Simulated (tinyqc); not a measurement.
The trial energy against the axis ratio: donor in an ellipsoidal valley (Kohn-Luttinger variational method). Computed by tinyqc, a small Python program. Command: `OMP_NUM_THREADS=1 python tinyqc.py 3022511 3022512 out.jsonl kohnlutt sweep`. One thread of a shared host (Intel(R) Xeon(R) Processor @ 2.30GHz), about 0.08 s of CPU time with the checks.

H = -(d^2/dx^2 + d^2/dy^2) - gamma d^2/dz^2 - 2/r in units built on m_t, with gamma = m_t/m_l and z along the valley axis. One valley; no valley-orbit or central-cell term.

Inputs (values chosen for the exercise, modelled on silicon): transverse mass m_t = 0.187 m_0; longitudinal mass m_l = 0.932 m_0; dielectric constant eps = 11.4.

Constants: Ry = 13.605693123 eV; a_0 = 0.529177210903 angstrom.

Method. Ry* = Ry m_t/eps^2, a* = a_0 eps/m_t, gamma = m_t/m_l. Trial function exp(-sqrt((x^2 + y^2)/a^2 + z^2/b^2)) with beta = b/a < 1: E = t/a^2 - u/a, t = (2 + gamma/beta^2)/3, u = 2 arcsin(sqrt(1 - beta^2))/sqrt(1 - beta^2); the best a is 2 t/u and E(beta) = -u^2/(4 t).

One run for each value:
```
trial ratio b/a  E(beta) (Ry*)  best a (a*)       t       u
0.15                   -0.5670       2.5334  3.6392  2.8730
0.25                   -1.0671       1.2758  1.7368  2.7227
0.36                   -1.4047       0.9176  1.1827  2.5779
0.46                   -1.5413       0.7985  0.9827  2.4615
0.56                   -1.5785       0.7466  0.8799  2.3571
0.67                   -1.5570       0.7238  0.8157  2.2539
0.77                   -1.5089       0.7187  0.7795  2.1690
0.88                   -1.4419       0.7227  0.7530  2.0840
0.98                   -1.3764       0.7314  0.7363  2.0134
```

Over the rows, E(beta) (Ry*) goes from -0.567 through a minimum among these rows, -1.58 at 0.560, to -1.38; best a (a*) goes from 2.53 through a minimum among these rows, 0.719 at 0.770, to 0.731; t falls from 3.64 to 0.736 (exponent d ln y / d ln x -1.4 between the first rows and -0.21 between the last). Flattening raises the kinetic term t through gamma/beta^2 and the attraction u through a smaller mean distance; the minimum balances the two.

Extremes, crossings and ranges named in words are read from the listed rows.
